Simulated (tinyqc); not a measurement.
Thermal RC ladder, step response: pulse trains: peak against mean temperature.

A ladder of 3 nodes: R_i joins node i to node i + 1, the last R to the ambient; C_i is the heat capacity of node i; theta is the rise above ambient, zero at t = 0. d theta/dt = -A theta + b with b = (Pw/C_1, 0, ...), times in ms.

A = C^(-1) K, K_ii = 1/R_(i-1) + 1/R_i (no first term for node 1), K_(i,i+1) = K_(i+1,i) = -1/R_i. The time constants tau_k are the inverse eigenvalues of A; the rise of node 1 per watt is Z(t) = sum_k r_k (1 - exp(-t/tau_k)), with r_k = v_k1^2 tau_k/C_1 and v_k the unit eigenvectors of C^(-1/2) K C^(-1/2). For pulses of length tp = 0.3 ms and period tp/D, the steady peak rise per watt is sum_k r_k (1 - exp(-tp/tau_k))/(1 - exp(-tp/(D tau_k))), and the mean is D sum R.

Inputs (values chosen for the exercise):
- R = [0.16, 0.14, 1.5] K/W (resistances, junction to ambient)
- C = [0.48, 2.3, 15] mJ/K (heat capacities of the nodes)
- Pw = 19 W (power at node 1 from t = 0)

Results:

| D | peak (K/W) | mean (K/W) | peak/mean | peak rise (K) |
|---|---|---|---|---|
| 0.01 | 0.21109 | 0.018000 | 11.727 | 4.0107 |
| 0.02 | 0.22572 | 0.036000 | 6.2700 | 4.2887 |
| 0.05 | 0.27148 | 0.090000 | 3.0164 | 5.1580 |
| 0.1 | 0.34839 | 0.18000 | 1.9355 | 6.6193 |
| 0.2 | 0.50353 | 0.36000 | 1.3987 | 9.5672 |
| 0.5 | 0.98350 | 0.90000 | 1.0928 | 18.686 |
| 0.8 | 1.4723 | 1.4400 | 1.0225 | 27.974 |

Estimate the missing row, D = 0.3.

Computed row:

| D | peak (K/W) | mean (K/W) | peak/mean | peak rise (K) |
|---|---|---|---|---|
| 0.3 | 0.66158 | 0.54000 | 1.2252 | 12.570 |

With this row back in the table: The peak rises from 0.211 to 1.47 K/W, while its ratio to the mean falls from 11.7 to 1.02. In the first row the peak is 4.1 % above that of a single pulse, 0.203 K/W.

Numbers from tinyqc (`OMP_NUM_THREADS=1 python tinyqc.py 2520115 2520116 out.jsonl`; about 0.01 s on one thread of a shared Intel Xeon 2.30GHz).
